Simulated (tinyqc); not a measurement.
Deep level with several charge states, and Shockley-Read-Hall recombination: one step. Recombination through one level. Four cases, with inputs chosen for the exercise.

Task: Evaluate each quantity.

One level at Et with degeneracy 1: tn = 1/(sn vth Nt), tp = 1/(sp_ vth Nt), n1 = Nc exp((Et - Eg)/kT), p1 = Nv exp(-Et/kT), ni^2 = n1 p1. Equilibrium n0 = Nm, p0 = ni^2/Nm; n = n0 + dn, p = p0 + dn. U = (n p - ni^2)/(tp (n + n1) + tn (p + p1)), lifetime dn/U; emission rates en = sn vth n1, ep = sp_ vth p1.

Constants: kB = 8.617333262e-05 eV/K.

Give: tn, tp; n1, p1; U; lifetime.

Case 1.

Values chosen (gap and densities of states near those of Si at this temperature; shifted at random, so the results belong to these values and not to a real crystal): Eg = 1.131 eV (gap); Nc = 3.31e+19 1/cm^3 (conduction-band density of states); Nv = 1.43e+19 1/cm^3 (valence-band density of states); T = 350 K; Et = 0.755 eV (recombination level above Ev); Nt = 7.5e+14 1/cm^3 (defects); sn = 3.7e-16 cm^2 (electron capture cross-section); sp_ = 3.6e-14 cm^2 (hole capture cross-section); vth = 13000000 cm/s (thermal velocity, both carriers); Nm = 7.5e+15 1/cm^3 (equilibrium electrons for the lifetime steps); dn = 1.6e+13 1/cm^3 (excess pairs).

Result:

tn, tp (microsecond): 0.2772  0.002849

n1, p1 (1/cm^3): 1.28e+14  1.92e+08

U = 4.59e+21 1/(cm^3 s)
lifetime = 0.00349 microsecond

The lifetime is 1.224 times the minority capture time tp and 0.0125 times tn + tp, the limit of high injection.

Case 2.

Values chosen (gap and densities of states near those of Ge at this temperature; shifted at random, so the results belong to these values and not to a real crystal): Eg = 0.662 eV (gap); Nc = 1.02e+19 1/cm^3 (conduction-band density of states); Nv = 4.98e+18 1/cm^3 (valence-band density of states); T = 300 K; Et = 0.228 eV (recombination level above Ev); Nt = 1.5e+13 1/cm^3 (defects); sn = 5e-15 cm^2 (electron capture cross-section); sp_ = 5.3e-15 cm^2 (hole capture cross-section); vth = 12000000 cm/s (thermal velocity, both carriers); Nm = 2.6e+14 1/cm^3 (equilibrium electrons for the lifetime steps); dn = 3e+16 1/cm^3 (excess pairs).

Result:

tn, tp (microsecond): 1.111  1.048

n1, p1 (1/cm^3): 5.22e+11  7.36e+14

U = 1.38e+22 1/(cm^3 s)
lifetime = 2.18 microsecond

The lifetime is 2.077 times the minority capture time tp and 1.01 times tn + tp, the limit of high injection.

Case 3.

Values chosen (gap and densities of states near those of InP at this temperature; shifted at random, so the results belong to these values and not to a real crystal): Eg = 1.348 eV (gap); Nc = 6.05e+17 1/cm^3 (conduction-band density of states); Nv = 1.15e+19 1/cm^3 (valence-band density of states); T = 300 K; Et = 0.638 eV (recombination level above Ev); Nt = 3.7e+13 1/cm^3 (defects); sn = 5.2e-16 cm^2 (electron capture cross-section); sp_ = 3.5e-15 cm^2 (hole capture cross-section); vth = 16000000 cm/s (thermal velocity, both carriers); Nm = 4.2e+15 1/cm^3 (equilibrium electrons for the lifetime steps); dn = 2.7e+12 1/cm^3 (excess pairs).

Result:

tn, tp (microsecond): 3.248  0.4826

n1, p1 (1/cm^3): 7.15e+05  2.20e+08

U = 5.57e+18 1/(cm^3 s)
lifetime = 0.485 microsecond

The lifetime is 1.004 times the minority capture time tp and 0.13 times tn + tp, the limit of high injection.

Case 4.

Values chosen (gap and densities of states near those of SiC at this temperature; shifted at random, so the results belong to these values and not to a real crystal): Eg = 3.251 eV (gap); Nc = 1.8e+19 1/cm^3 (conduction-band density of states); Nv = 3.18e+19 1/cm^3 (valence-band density of states); T = 300 K; Et = 1.086 eV (recombination level above Ev); Nt = 1.2e+16 1/cm^3 (defects); sn = 1.4e-15 cm^2 (electron capture cross-section); sp_ = 1.3e-16 cm^2 (hole capture cross-section); vth = 13000000 cm/s (thermal velocity, both carriers); Nm = 1.2e+17 1/cm^3 (equilibrium electrons for the lifetime steps); dn = 4.8e+12 1/cm^3 (excess pairs).

Result:

tn, tp (microsecond): 0.004579  0.04931

n1, p1 (1/cm^3): 7.67e-18  18.1

U = 9.73e+19 1/(cm^3 s)
lifetime = 0.0493 microsecond

The lifetime is 1.000 times the minority capture time tp and 0.915 times tn + tp, the limit of high injection.

Computed by tinyqc, one run a case: `OMP_NUM_THREADS=1 python tinyqc.py N N+1 out.jsonl` with N = 1652495, 1680375, 1680452, 1680779; one thread of a shared Intel(R) Xeon(R) Processor @ 2.30GHz, about 0.01 s a run at most.
